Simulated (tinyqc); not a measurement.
# Composition from the perpendicular lattice constant

Inverse problem. The layer is x parts of the first compound and 1 - x of the second, grown coherently on the third as substrate and barrier. Rows of the table: lattice constant a, average valence level Ea on an absolute scale, spin-orbit splitting so, gaps at Gamma, X and L, hydrostatic deformation potentials av and ac (Gamma), shear potential b, elastic constants, electron and heavy-hole (along z) masses. All are interpolated linearly in x; gaps get -C x (1 - x), taken wholly in the conduction band; real line-ups can differ from this model by 0.1 eV or more. In-plane strain e = (a_substrate - a)/a, e_z = -2 (c12/c11) e, volume change 2 e + e_z. X-ray diffraction gives a_z = a (1 + e_z) of the coherent layer. Find x, e and the relaxed Gamma gap.

Values chosen for this exercise:
```
symbol,value,unit,meaning
CG,0.7,eV,bowing of the Gamma gap
CX,0,eV,bowing of the X gap
CL,0,eV,bowing of the L gap
```

Binary compounds, values chosen for the exercise:

|  | close to InAs | close to AlAs | close to InP |
|---|---|---|---|
| a (angstrom) | 6.058 | 5.661 | 5.869 |
| Ea (eV) | -6.67 | -7.49 | -7.04 |
| so (eV) | 0.376 | 0.281 | 0.111 |
| EG (eV) | 0.355 | 2.99 | 1.34 |
| EX (eV) | 1.38 | 2.15 | 2.2 |
| EL (eV) | 1.07 | 2.37 | 1.96 |
| av (eV) | 0.986 | 2.45 | 1.26 |
| ac (eV) | -5.09 | -5.66 | -5.08 |
| b (eV) | -1.81 | -1.5 | -1.68 |
| c11 (GPa) | 82.2 | 127 | 100 |
| c12 (GPa) | 44.8 | 53.7 | 55.8 |
| me (m0) | 0.023 | 0.149 | 0.0802 |
| mh (m0) | 0.334 | 0.467 | 0.531 |

lattice constant along the growth direction = 5.80475757 angstrom

Solution. a_z changes steadily with x, about (1 + 2 c12/c11) times as fast as the relaxed lattice constant, so one composition matches.

x = 0.440
e = 0.571 %
relaxed Gamma gap = 1.66 eV

tinyqc, about 0.01 s, one thread, Intel Xeon 2.30GHz (shared host): `OMP_NUM_THREADS=1 python tinyqc.py 2690157 2690158 out.jsonl`
